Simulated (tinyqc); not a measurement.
# Changing the temperature T

Model: mobility of a non-polar semiconductor in the relaxation-time approximation. Computed by tinyqc, a small Python program. Command: `OMP_NUM_THREADS=1 python tinyqc.py 3015576 3015577 out.jsonl rta sweep`. One thread of a shared host (Intel(R) Xeon(R) Processor @ 2.30GHz), about 0.03 s of CPU time with the checks.

Each valley is treated as a sphere of mass m_d for states and rates, with one isotropic relaxation time; the conductivity mass m_c sets the current.

Inputs (values chosen for the exercise, modelled on holes in silicon): longitudinal mass m_l = 0.508 m_0; transverse mass m_t = 0.508 m_0; equivalent valleys Z = 1; static permittivity eps_s = 11.7; density rho = 2329 kg/m^3; sound velocity v_l = 9200 m/s; acoustic deformation potential D_A = 5.6 eV; phonon energy hbar w = 60.3 meV; optical or intervalley deformation potential D_o = 8.1 1e8 eV/cm; final valleys Z_f = 1; carrier density n = 1e+16 1/cm^3; compensation ratio C = 0; alloy fraction x = 0.46; alloy potential U = 0.88 eV; lattice constant a = 5.66 angstrom.

Band: parabolic. Impurity formula: Brooks-Herring. Further scattering: alloy.

Constants: k_B = 8.617333262e-05 eV/K; m_0 = 9.1093837015e-31 kg; e = 1.602176634e-19 C; hbar = 1.054571817e-34 J s; eps_0 = 8.8541878128e-12 F/m; k_B = 1.380649e-23 J/K; hbar = 6.582119569e-16 eV s.

Method:
- m_d = (m_l m_t^2)^(1/3); 1/m_c = (1/m_l + 2/m_t)/3; Hall mass factor A = 3 K_m (K_m + 2)/(2 K_m + 1)^2, K_m = m_l/m_t; N_I = n (1 + C)/(1 - C).
- Parabolic band: E = hbar^2 k^2/(2 m), speed v = hbar k/m, states per spin, volume and energy g(E) = m k/(2 pi^2 hbar^2). Here m = m_d. Masses are multiplied by m_0 and all formulas are in SI units.
- The reduced Fermi level eta = E_F/(k_B T) solves n = 2 Z int g f dE with f = 1/(1 + exp(x - eta)) (Z = 1 unless valleys are given); screening length L_s = sqrt(eps_s eps_0 k_B T/(e^2 dn/deta)), dn/deta = 2 Z int g f (1 - f) dE.
- Integrals over x = E/(k_B T) use 160 Gauss-Legendre points in u = sqrt(x) from 0 to sqrt(max(eta, 0) + 32).
- Phonon occupation N_q = 1/(exp(hbar w/(k_B T)) - 1).
- Acoustic deformation potential (elastic, equipartition, absorption and emission together): 1/tau = 2 pi k_B T D_A^2 g(E)/(hbar rho v_l^2).
- Optical or intervalley deformation potential: 1/tau = (pi Z_f D_o^2/(rho w)) [N_q g(E + hbar w) + (N_q + 1) g(E - hbar w)], with g = 0 below the band edge.
- Each optical term is multiplied by (1 - f(E'))/(1 - f(E)), E' the final energy, for Pauli blocking.
- Singly charged impurities, momentum relaxation: 1/tau = N_I e^4 m (1 + 2 alpha E) Phi/(8 pi (eps_s eps_0)^2 hbar^3 k^3), with alpha = 0 for a parabolic band.
- Brooks-Herring: Phi = ln(1 + b) - b/(1 + b), b = 4 k^2 L_s^2.
- Alloy disorder: 1/tau = (2 pi/hbar) Omega x (1 - x) U^2 g(E), Omega = a^3/4 (other conventions for Omega rescale U).
- mu = (m_d/m_c) (2 Z e/(3 n k_B T)) int g v^2 tau f (1 - f) dE.
- Averages over x are split at the emission threshold x_0 = hbar w/(k_B T): 64 Gauss-Legendre points in sqrt(x) below it and 128 in sqrt(x - x_0) above it, up to x = max(eta, 0) + 32.
- Rates are added at each energy before the average. With <y> = int g v^2 y f (1 - f) dE: Hall factor r_H = A (3 n k_B T/(2 Z m_d)) <tau^2/(1 + 2 alpha E)>/<tau>^2 (alpha = 0 for a parabolic band); Hall mobility r_H mu; |S| = (k_B/e) (<x tau>/<tau> - eta); resistivity 1/(n e mu).
- Matthiessen's rule adds 1/mu of the separate processes.

One run for each value; columns: (1) temperature T (K); (2) drift mobility mu (cm^2/(V s)); (3) acoustic mobility (cm^2/(V s)); (4) ionised impurity mobility (cm^2/(V s)); (5) optical mobility (cm^2/(V s)); (6) Hall factor r_H; (7) excess of Matthiessen's rule over the full mu (%):
```
(1)    (2)    (3)        (4)        (5)    (6)    (7)
60   290.0  23305  6.223e+03  7.797e+07  1.040  13.34
79   262.9  15435  8.411e+03  4.594e+06  1.053  10.56
100  239.7  10842  1.099e+04  6.900e+05  1.065   8.48
140  206.7   6547  1.628e+04  8.469e+04  1.086   6.18
180  182.3   4492  2.199e+04  2.446e+04  1.103   5.09
230  159.0   3110  2.966e+04  8.785e+03  1.122   4.49
310  131.7   1988  4.293e+04  3.065e+03  1.145   4.04
410  108.1   1307  6.103e+04  1.342e+03  1.166   3.52
530   88.5    889  8.462e+04  7.029e+02  1.183   2.86
700   69.9    586  1.210e+05  3.828e+02  1.196   2.07
```

Describe and explain the trends.

Over the rows, drift mobility mu (cm^2/(V s)) falls from 290 to 69.9 (exponent d ln y / d ln x -0.36 between the first rows and -0.85 between the last); acoustic mobility (cm^2/(V s)) falls from 23300 to 586 (exponent d ln y / d ln x about -1.5 throughout); ionised impurity mobility (cm^2/(V s)) rises from 6220 to 121000 (exponent d ln y / d ln x 1.1 between the first rows and 1.3 between the last). The exponent of acoustic mobility stays at -1.5: the T^(-3/2) law of acoustic scattering in a classical gas. The lowest separate mobility among these three is impurity from 60.0 to 79.0, acoustic from 100 to 410, optical from 530 to 700 K. Alloy scattering, not listed, also enters mu. Matthiessen's rule errs most, by 13 %, at 60.0 K.

Caution (rows 60.0, 79.0, 100): n is taken as given; at low temperature (in diamond even at 300 K) real dopants can freeze out, which changes n and N_I.

Extremes, crossings and ranges named in words are read from the listed rows.
